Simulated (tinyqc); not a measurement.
# Changing the temperature T

Model: Bloch-Grueneisen resistivity of a metal. Computed by tinyqc, a small Python program. Command: `OMP_NUM_THREADS=1 python tinyqc.py 3005778 3005779 out.jsonl bg sweep`. One thread of a shared host (Intel(R) Xeon(R) Processor @ 2.30GHz), about 0.01 s of CPU time with the checks.

Electrons scatter from a Debye spectrum of phonons (n = 5 for scattering within one band, n = 3 for scattering into a second, heavy band) and from static defects.

Inputs (values chosen for the exercise, modelled on platinum):
```
quantity,value,unit
exponent n,5,-
Debye temperature Theta,218,K
transport coupling lambda_tr,0.46,-
Drude plasma energy hbar w_p,6.7,eV
residual resistivity rho_0,15,microohm cm
```

Addition: none.

Constants: k_B = 1.380649e-23 J/K; hbar = 1.054571817e-34 J s; eps_0 = 8.8541878128e-12 F/m; hbar = 6.582119569e-16 eV s; k_B = 8.617333262e-05 eV/K.

Method:
- rho_ph = (n - 1) rho_1 (T/Theta)^n J_n(Theta/T), with rho_1 = 2 pi lambda_tr k_B Theta/(hbar eps_0 w_p^2), the high-temperature line at T = Theta.
- J_n(y) = int_0^y x^n e^x/(e^x - 1)^2 dx, by 96 Gauss-Legendre points (upper limit at most 60).
- Matthiessen's rule: rho = rho_0 + rho_ph.
- Temperature coefficient (1/rho) d rho/dT by a central difference of +/- 0.5 K; residual ratio rho(295 K)/rho(4.2 K); scattering time tau = 1/(eps_0 w_p^2 rho); Wiedemann-Franz kappa = L_0 T/rho, L_0 = (pi^2/3)(k_B/e)^2.

One run for each value:
```
temperature T (K),resistivity rho (microohm cm),phonon resistivity rho_ph (microohm cm),temperature coefficient (1e-3/K),Wiedemann-Franz conductivity (W/(m K))
10,15.00,9.089e-04,0.030,1.63
16,15.01,9.466e-03,0.195,2.60
27,15.11,1.072e-01,1.092,4.37
45,15.63,6.328e-01,2.516,7.03
74,16.95,1.954e+00,2.845,10.66
120,19.14,4.144e+00,2.425,15.31
330,28.29,1.329e+01,1.492,28.50
550,37.49,2.249e+01,1.110,35.84
900,52.00,3.700e+01,0.796,42.28
```

Give the missing row, temperature T (K) = 200.

Computed row; columns: (1) temperature T (K); (2) resistivity rho (microohm cm); (3) phonon resistivity rho_ph (microohm cm); (4) temperature coefficient (1e-3/K); (5) Wiedemann-Franz conductivity (W/(m K)):
```
(1)    (2)        (3)    (4)    (5)
200  22.73  7.728e+00  1.919  21.50
```

Interpolating between the two neighbouring rows (the first column on a logarithmic scale, the others too where they are positive) misses most in phonon resistivity rho_ph (microohm cm), by 3.4 %. Over the rows, resistivity rho (microohm cm) rises from 15.0 to 52.0 (exponent d ln y / d ln x 0.0012 between the first rows and 0.66 between the last); phonon resistivity rho_ph (microohm cm) rises from 9.09e-4 to 37.0 (exponent d ln y / d ln x 5.0 between the first rows and 1.0 between the last); temperature coefficient (1e-3/K) goes from 0.0304 through a maximum among these rows, 2.84 at 74.0, to 0.796. At the high end the exponent of phonon resistivity rho_ph is 1.01, close to 1: the linear law of classical vibrations. At the low end the exponent of Wiedemann-Franz conductivity is 1.00, close to 1: defect scattering, constant rho.

Extremes, crossings and ranges named in words are read from the listed rows.
